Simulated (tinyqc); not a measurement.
What moves the results: Tamm state at the end of a one-band chain. A value that a table varies takes the place of the one given here.

A half-infinite chain with site energy 0 and hopping -t, band E = -2t cos(ka); the end site has energy D. The surface Green function of the unperturbed half chain is g = (E -/+ sqrt(E^2 - 4t^2))/(2t^2), the root with |t g| <= 1 and Im g <= 0, and with the shift G = g/(1 - D g).

Parameters, chosen for this exercise:
- t = 1.49 eV (hopping)
- a = 3.5 angstrom (spacing)
- D = 3.56 eV (shift of the end site)
- E = -0.19 eV (energy in the band)

## Threshold for a surface state

For |D| > t: E = D + t^2/D, weight on the end site 1 - t^2/D^2, decay length of the amplitude a/ln|D/t|; a dash: no bound state. The last column is the surface density -Im G/pi at E = 0.

Against D:
```
D/t    D (eV)   E (eV)  end weight  decay length (angstrom)  density at E = 0 (1/eV)
-3.00  -4.470  -4.9667      0.8889                     3.19                   0.0214
-2.00  -2.980  -3.7250      0.7500                     5.05                   0.0427
-1.40  -2.086  -3.1503      0.4898                    10.40                   0.0722
-1.10  -1.639  -2.9935      0.1736                    36.72                   0.0967
-0.80  -1.192        -           -                        -                   0.1303
0.50    0.745        -           -                        -                   0.1709
0.95    1.415        -           -                        -                   0.1123
1.05    1.565   2.9835      0.0930                    71.74                   0.1016
1.30    1.937   3.0832      0.4083                    13.34                   0.0794
2.50    3.725   4.3210      0.8400                     3.82                   0.0295
```

A state splits off only for |D| > t = 1.49 eV, although in the middle of an endless chain any shift binds one. Just past the threshold, at D/t = 1.05, it lies 3.5 meV outside the band and spreads over 71.7 angstrom; at D/t = -3 it holds 89 % of the end site, and the density left at the band centre has fallen to 0.10 of the clean value.

## What each parameter does

E = D + t^2/D, weight 1 - (t/D)^2, decay length -a/ln|t/D|, surface density -Im G/pi at E. Each row changes one parameter from the base and keeps the others.

Results:
```
case               bound level (eV)  weight  decay (angstrom)  density (1/eV)
base                         4.1836  0.8248             4.018          0.0304
t = 1.5645 eV                4.2475  0.8069             4.257          0.0315
D = 4.272 eV                 4.7917  0.8784             3.323          0.0222
a = 3.85 angstrom            4.1836  0.8248             4.420          0.0304
E = -0.095 eV                4.1836  0.8248             4.018          0.0311
```

The largest shifts from the base row, up to three for each result and ties (the steps differ in size, so this ranks the rows, not the parameters). bound level (eV): D +0.6081, t +0.0639; unchanged at the printed digits by a and E. weight: D +0.0535, t -0.0180; unchanged at the printed digits by a and E. decay (angstrom): D -0.696, a +0.402, t +0.238; unchanged at the printed digits by E. density (1/eV): D -0.0082, t +0.0011, E +0.0007; unchanged at the printed digits by a.

tinyqc: `OMP_NUM_THREADS=1 python tinyqc.py 1482842 1482843 out.jsonl`; about 0.01 s, one thread, shared Intel(R) Xeon(R) Processor @ 2.30GHz.
